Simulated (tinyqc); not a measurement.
Worked calculation (part 2 of 2): G0W0 on RHF in the sto-3g basis, for BeH2, spin multiplicity 1. Computed by tinyqc, a small Python program that keeps every step (integrals from PySCF). Command: `OMP_NUM_THREADS=1 python tinyqc.py 28487 28488 out.jsonl` (the two numbers bound the seeds that draw the settings). One thread of a shared host (Intel(R) Xeon(R) Processor @ 2.60GHz), about 0.08 s of CPU time with the checks.

Geometry (angstrom):
```
atom         x          y         z
Be    0.000000   0.000000  0.000000
H     0.000000   1.294000  0.000000
H     0.000000  -1.295000  0.000000
```

## Screening: direct RPA

orbital energies (hartree): MO1 -4.518285, MO2 -0.463901, MO3 -0.428968, MO4 0.210893, MO5 0.210893, MO6 0.478588, MO7 0.992483

Given earlier and not repeated: Two-electron integrals over orbitals (pq|rs).

With D = e_a - e_i and K = (ia|jb): diagonalise D^(1/2) (D + 4K) D^(1/2) = Z w^2 Z^T; X + Y = D^(1/2) Z w^(-1/2), each column of Z with its largest component positive (the first on a tie); E_c = (sum w - tr (D + 2K)) / 2.

D^(1/2) (D + 4K) D^(1/2) (hartree^2):
```
           1>4        1>5        1>6        1>7        2>4        2>5        2>6        2>7
1>4  22.663404   0.000000   0.000000   0.000000   0.109855   0.000000   0.000000   0.000000
1>5   0.000000  22.663404   0.000000   0.000000   0.000000   0.109855   0.000000   0.000000
1>6   0.000000   0.000000  25.424600  -0.000122   0.000000   0.000000  -0.031610  -0.000152
1>7   0.000000   0.000000  -0.000122  30.849990   0.000000   0.000000  -0.000152   0.080306
2>4   0.109855   0.000000   0.000000   0.000000   0.589957   0.000000   0.000000   0.000000
2>5   0.000000   0.109855   0.000000   0.000000   0.000000   0.589957   0.000000   0.000000
2>6   0.000000   0.000000  -0.031610  -0.000152   0.000000   0.000000   1.178304   0.001836
2>7   0.000000   0.000000  -0.000152   0.080306   0.000000   0.000000   0.001836   2.450438
3>4  -0.000297   0.000000   0.000000   0.000000  -0.000247   0.000000   0.000000   0.000000
3>5   0.000000  -0.000297   0.000000   0.000000   0.000000  -0.000247   0.000000   0.000000
3>6   0.000000   0.000000   0.000140  -0.022539   0.000000   0.000000  -0.000297   0.281102
3>7   0.000000   0.000000  -0.033931  -0.000366   0.000000   0.000000   0.334121   0.000855

           3>4        3>5        3>6        3>7
1>4  -0.000297   0.000000   0.000000   0.000000
1>5   0.000000  -0.000297   0.000000   0.000000
1>6   0.000000   0.000000   0.000140  -0.033931
1>7   0.000000   0.000000  -0.022539  -0.000366
2>4  -0.000247   0.000000   0.000000   0.000000
2>5   0.000000  -0.000247   0.000000   0.000000
2>6   0.000000   0.000000  -0.000297   0.334121
2>7   0.000000   0.000000   0.281102   0.000855
3>4   0.447878   0.000000   0.000000   0.000000
3>5   0.000000   0.447878   0.000000   0.000000
3>6   0.000000   0.000000   1.125826  -0.001757
3>7   0.000000   0.000000  -0.001757   2.484894
```

excitation energies w (hartree): [0.669237, 0.669237, 0.767731, 0.767731, 1.033725, 1.047759, 1.583483, 1.601662, 4.760667, 4.760667, 5.042290, 5.554299]

X + Y:
```
            1          2          3          4          5          6          7          8
1>4  0.000000   0.000013  -0.012351   0.000056   0.000000   0.000000   0.000000   0.000000
1>5  0.000013   0.000000  -0.000056  -0.012351   0.000000   0.000000   0.000000   0.000000
1>6  0.000000   0.000000   0.000000   0.000000   0.000004   0.002046  -0.000036   0.003121
1>7  0.000000   0.000000   0.000000   0.000000   0.002954  -0.000009  -0.004884  -0.000052
2>4  0.000012   0.001739   0.937499  -0.004231   0.000000   0.000000   0.000000   0.000000
2>5  0.001739  -0.000012   0.004231   0.937499   0.000000   0.000000   0.000000   0.000000
2>6  0.000000   0.000000   0.000000   0.000000   0.006532   0.922043  -0.001912   0.179613
2>7  0.000000   0.000000   0.000000   0.000000  -0.236699   0.000286   0.939649   0.014486
3>4  0.006773   0.977781  -0.001581   0.000007   0.000000   0.000000   0.000000   0.000000
3>5  0.977781  -0.006773  -0.000007  -0.001581   0.000000   0.000000   0.000000   0.000000
3>6  0.000000   0.000000   0.000000   0.000000   0.918145  -0.006332   0.150968   0.001304
3>7  0.000000   0.000000   0.000000   0.000000  -0.000325  -0.272741  -0.014278   0.915761

             9         10         11         12
1>4   0.996675   0.000000   0.000000   0.000000
1>5   0.000000   0.996675   0.000000   0.000000
1>6   0.000000   0.000000   0.995484  -0.000021
1>7   0.000000   0.000000   0.000024   0.996069
2>4   0.001874   0.000000   0.000000   0.000000
2>5   0.000000   0.001874   0.000000   0.000000
2>6   0.000000   0.000000  -0.000573  -0.000002
2>7   0.000000   0.000000  -0.000004   0.001444
3>4  -0.000005   0.000000   0.000000   0.000000
3>5   0.000000  -0.000005   0.000000   0.000000
3>6   0.000000   0.000000   0.000002  -0.000296
3>7   0.000000   0.000000  -0.000796  -0.000006
```

RPA correlation energy = -0.03670448 hartree

Within a degenerate level the vectors are fixed only up to a rotation; this is one choice.

## G0W0 on Hartree-Fock: HOMO

W(p,q,m) = sqrt2 sum_ia (pq|ia) (X+Y)_ia,m; Sigma_c(x) = sum_(i,m) W^2/(x - e_i + w_m) + sum_(a,m) W^2/(x - e_a - w_m); solve x = e_p + Sigma_c(x) by Newton steps; Z = 1/(1 - dSigma/dx); 1 hartree = 27.211386 eV.

The 12 largest terms at x = e_p (hartree; W for the signs of X + Y given):
```
q   m          W       term
2   5  -0.108643   0.011045
7   8   0.124092  -0.005094
2   7  -0.080683   0.004022
6   5   0.087607  -0.003954
6   7   0.099026  -0.003937
3   6  -0.055603   0.002951
7   6   0.062596  -0.001587
3   8  -0.041351   0.001068
5   1   0.020777  -0.000330
4   2   0.020777  -0.000330
2  12   0.029384   0.000154
1  12   0.016255   0.000027
```

Newton steps (hartree):
```
step          x  Sigma_c(x)         Z
0     -0.428968    0.004047  0.977720
1     -0.425011    0.003957  0.977806
2     -0.425011    0.003957  0.977806
```

quasiparticle energy of the HOMO = -11.565135 eV

Hartree-Fock value = -11.672803 eV

## G0W0 on Hartree-Fock: LUMO

As before.

The 12 largest terms at x = e_p (hartree; W for the signs of X + Y given):
```
q   m          W       term
4   8   0.086564  -0.004678
6   3   0.062730  -0.003800
2   3   0.065852   0.003006
4   6   0.042591  -0.001731
3   2   0.020777   0.000330
7   2   0.019124  -0.000252
6   9   0.023138  -0.000106
2   9   0.021802   0.000087
1   3   0.020108   0.000074
1   9   0.022266   0.000052
4  11  -0.006452  -0.000008
4   7  -0.001118  -7.89e-07
```

Newton steps (hartree):
```
step         x  Sigma_c(x)         Z
0     0.210893   -0.007029  0.989304
1     0.203940   -0.006954  0.989377
2     0.203939   -0.006954  0.989377
```

quasiparticle energy of the LUMO = 5.549470 eV

Hartree-Fock value = 5.738691 eV
